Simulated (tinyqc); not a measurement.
# Capacitance measurement on a leaky thin oxide: effects of series resistance and leakage: two studies

The device is a capacitance C in parallel with a leakage conductance G, in series with Rs and Ls. An impedance meter reports either a parallel pair (Cp, Gp) from Y = 1/Z = Gp + i w Cp or a series pair (Cs, Rm) from Z = Rm + 1/(i w Cs); w = 2 pi f, dissipation D = Gp/(w |Cp|).

Parameters, values chosen for the exercise; values of the order met in thin-oxide MOS capacitors: relative permittivity of the gate insulator (close to silicon dioxide) eox = 3.9; insulator thickness tox = 1.4 nm; gate area A = 2500 um^2; oxide-equivalent thickness added by the accumulation layer zc = 0.32 nm; oxide-equivalent thickness added by gate depletion zp = 0 nm; gate leakage current density, not matched to the thickness Jg = 0.1 A/cm^2; voltage for an e-fold rise of the leakage Vs = 0.31 V; series resistance Rs = 130 ohm; series inductance Ls = 0 nH; measuring frequency f = 1e6 Hz.

Constants: eps0 = 8.8541878128e-14 F/cm where lengths are in cm. Results are converted to the units shown.

Each table varies one quantity; the others keep the values above.

## Readings against frequency

EOT = 3.9 tox/eox; CET = EOT + zc + zp; C = 3.9 eps0 A/CET; G = Jg A/Vs. Z = Rs + i w Ls + 1/(G + i w C); CET read from Cp = 3.9 eps0 A/Cp; errors under 0.001 % are printed as 0.

The same in every row: C (pF) = 50.191.

Results:

| f (Hz) | Cp (pF) | Cs (pF) | D | error of Cp (%) | error of Cs (%) | CET read from Cp (nm) |
|---|---|---|---|---|---|---|
| 1000 | 50.086 | 32873 | 25.599 | -0.209 | 6.54e4 | 1.7236 |
| 3000 | 50.086 | 3697.1 | 8.5332 | -0.209 | 7270 | 1.7236 |
| 10000 | 50.086 | 378.42 | 2.5603 | -0.209 | 654 | 1.7236 |
| 30000 | 50.086 | 86.660 | 0.85454 | -0.209 | 72.7 | 1.7236 |
| 1e5 | 50.085 | 53.473 | 0.26009 | -0.211 | 6.54 | 1.7236 |
| 3e5 | 50.078 | 50.556 | 0.097630 | -0.224 | 0.727 | 1.7239 |
| 1e6 | 50.002 | 50.224 | 0.066596 | -0.376 | 0.0654 | 1.7265 |
| 1e7 | 42.892 | 50.191 | 0.41253 | -14.5 | 0 | 2.0127 |
| 3e7 | 19.959 | 50.191 | 1.2308 | -60.2 | 0 | 4.3254 |

Estimate the missing row, f = 3e6 Hz.

Computed row:

| f (Hz) | Cp (pF) | Cs (pF) | D | error of Cp (%) | error of Cs (%) | CET read from Cp (nm) |
|---|---|---|---|---|---|---|
| 3e6 | 49.341 | 50.195 | 0.13152 | -1.69 | 7.27e-3 | 1.7496 |

With this row back in the table: D goes from 25.6 through a minimum of 0.0666 (at f = 1e6 Hz among the rows listed) to 1.23; without inductance its minimum lies at f = sqrt(G (1 + G Rs)/Rs)/(2 pi C) = 7.90e5 Hz. The error of Cp goes from -0.209 to -60.2 % and that of Cs from 65400 to 0 %; at low frequency Cp tends to C/(1 + G Rs)^2 and Cs grows as 1 + (G/(w C))^2. One of the two readings is within 2 % of C for f = 1000, 3000, 10000, 30000, 1e5, 3e5, 1e6, 3e6, 1e7, 3e7 Hz. For f = 1000, 3000, 10000, 3e7 D exceeds 1, where the accuracy of real meters degrades in proportion to sqrt(1 + D^2).

## Effect of the series resistance

Same model as above.

The same in every row: C (pF) = 50.19; Cs (pF) = 50.22.

Effect of the series resistance:

| Rs (ohm) | Cp (pF) | D | error of Cp (%) | error of Cs (%) | CET read from Cp (nm) |
|---|---|---|---|---|---|
| 1 | 50.19 | 0.02589 | -1.62e-3 | 0.0654 | 1.720 |
| 3 | 50.19 | 0.02652 | -4.93e-3 | 0.0654 | 1.720 |
| 10 | 50.18 | 0.02873 | -0.0171 | 0.0654 | 1.720 |
| 30 | 50.16 | 0.03504 | -0.0573 | 0.0654 | 1.721 |
| 100 | 50.06 | 0.05713 | -0.260 | 0.0654 | 1.724 |
| 300 | 49.51 | 0.1202 | -1.36 | 0.0654 | 1.744 |
| 1000 | 44.99 | 0.3411 | -10.4 | 0.0654 | 1.919 |
| 3000 | 25.82 | 0.9723 | -48.6 | 0.0654 | 3.344 |

What does the table show?

As Rs goes from 1 to 3000, the error of Cp goes from -0.00162 to -48.6 %, that of Cs from 0.0654 to 0.0654 %, and D rises from 0.0259 to 0.972. The CET read from Cp goes from 1.72 to 3.34 nm against the true 1.72 nm. Rs does not enter the imaginary part of Z, so Cs does not depend on it.

tinyqc, about 0.01 s, one thread, Intel Xeon 2.30GHz (shared host): `OMP_NUM_THREADS=1 python tinyqc.py 2022130 2022131 out.jsonl`
